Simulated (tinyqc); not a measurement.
## Thermal resistances of a two-die stack

Problem. Heat leaves through the lower die only, and the system is linear. Find the resistance R1 from the lower die to the coolant, R2 between the dies, and the rise of the upper die when both are powered.

Inputs (values chosen for the exercise): power of the lower die P1 = 21 W; power of the upper die P2 = 15 W.

rises of the lower and upper die with only the lower one powered (K): 18.27  18.27
rises of the lower and upper die with only the upper one powered (K): 13.05  14.55

Answer. With only the lower die powered no heat crosses R2, so both dies rise by P1 R1; the difference in the second test is P2 R2; rises add.

R1 = 0.870 K/W
R2 = 0.100 K/W
rise of the upper die = 32.8 K

Program tinyqc, `OMP_NUM_THREADS=1 python tinyqc.py 2162177 2162178 out.jsonl`; Intel Xeon 2.30GHz, shared host, one thread, about 0.02 s.
